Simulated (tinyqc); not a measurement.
Inside a calculation. Method: Hubbard ring of 5 sites. Computed by tinyqc, a small Python program that keeps every step. Settings: hopping = 0.95, U = 3.5, mixing = 0.2, iteration cap = 51. Command: `OMP_NUM_THREADS=1 python tinyqc.py 21067 21068 out.jsonl` (the two numbers bound the seeds that draw the settings). One thread of a shared host (Intel(R) Xeon(R) Processor @ 2.60GHz), about 0.3 s of CPU time with the checks. Later iterations appear only in the table of the cycle.

## Mean-field iteration 1

one-body matrix (hopping and site energies) (eV), lower triangle:
```
,1,2,3,4,5
1,0.980000
2,-0.950000,0.710000
3,0.000000,-0.950000,0.140000
4,0.000000,0.000000,-0.950000,0.570000
5,-0.950000,0.000000,0.000000,-0.950000,0.230000
```

U = 3.500000 eV

electrons, up and down: 3  2

mixing = 0.200000

n(up) at the start (a guess, not normalised): 1 0.900000, 2 0.300000, 3 0.900000, 4 0.300000, 5 0.900000

n(down) at the start (a guess): 1 0.100000, 2 0.700000, 3 0.100000, 4 0.700000, 5 0.100000

H(up) = T + U n(down), H(down) = T + U n(up); fill the lowest levels; n(new) = n + mixing (n(out) - n); E = tr T (rho up + rho down) + U sum n_up n_down of the output.

levels, up (eV): -0.541885  0.192619  1.444082  3.590451  3.894733

levels, down (eV): 0.593025  1.422045  2.901397  4.211127  5.052407

energy = 0.623702 eV

n(up) after iteration 1: 1 0.885918, 2 0.284674, 3 0.893872, 4 0.279805, 5 0.895732

n(down) after iteration 1: 1 0.096851, 2 0.723818, 3 0.115009, 4 0.718650, 5 0.105673

## Mean-field iteration 2

As before.

levels, up (eV): -0.512657  0.232161  1.460340  3.645952  3.964204

levels, down (eV): 0.540990  1.364079  2.874380  4.178284  5.012268

energy = 0.617090 eV

n(up) after iteration 2: 1 0.876587, 2 0.270508, 3 0.889125, 4 0.262695, 5 0.893084

n(down) after iteration 2: 1 0.094407, 2 0.743079, 3 0.126477, 4 0.734644, 5 0.109393

## Convergence

Each step fills the lowest levels of T + U n(other spin) and sets n(new) = n + mixing (n(out) - n); stop when output and input agree to 1e-8.

Course of the cycle:
```
iteration,E (eV),largest |n(out) - n(in)|,mean |n_up - n_down|
1,0.62370165,1.19e-01,0.675979
2,0.61709045,9.63e-02,0.684256
3,0.61244430,7.87e-02,0.691398
4,0.60902779,6.49e-02,0.697614
5,0.60644119,5.39e-02,0.703051
6,0.60444798,4.55e-02,0.707824
7,0.60289615,3.91e-02,0.712023
8,0.60168094,3.38e-02,0.715722
9,0.60072635,2.94e-02,0.718984
10,0.59997528,2.56e-02,0.721863
11,0.59938394,2.23e-02,0.724406
...,...,...,...
41,0.59720114,4.68e-04,0.743403
42,0.59720080,4.15e-04,0.743461
43,0.59720054,3.67e-04,0.743513
44,0.59720033,3.25e-04,0.743559
45,0.59720017,2.88e-04,0.743599
46,0.59720004,2.55e-04,0.743635
47,0.59719994,2.26e-04,0.743667
48,0.59719986,2.00e-04,0.743695
49,0.59719980,1.77e-04,0.743720
50,0.59719975,1.57e-04,0.743742
51,0.59719972,1.39e-04,0.743761
```

Not converged within 51 iterations: the residual falls steadily but slowly, by a factor of about 0.89 a step. The lowest mean-field energy found from random starts is 0.54475 eV. Reruns (cap 100 unless said): mixing 0.5: converged in 48 to a higher stationary point (E = 0.59720); mixing 0.9: converged in 23 to a higher stationary point (E = 0.59720); the original settings with a cap of 400: converged in 131 to a higher stationary point (E = 0.59720).

## Exact diagonalisation (100 states)

Lowest levels of the sector, and the double occupancy of the lowest state.

lowest levels (eV): -0.048365  0.019692  0.872136  1.061047  1.101393  1.724528

double occupancy per site = 0.107968

## The lowest level by Lanczos steps

From a random start vector (not printed): a_j = <q_j|H|q_j>, b_j = norm of the remainder after orthogonalising; the Ritz value is the lowest eigenvalue of the tridiagonal matrix of a and b so far.

Lanczos:
```
j,a_j (eV),b_j (eV),lowest Ritz value (eV)
1,4.955596,3.909075,4.95559615
2,6.062446,3.693362,1.56096523
3,6.933816,3.479653,0.50602920
4,7.366641,3.355025,0.17639874
5,7.835340,3.591240,0.07753060
6,7.052052,3.503929,0.03648405
7,6.682686,3.146967,0.01323676
8,7.510514,3.080583,0.00308776
9,7.280743,3.207131,-0.00024613
10,5.978364,3.686256,-0.00176514
```
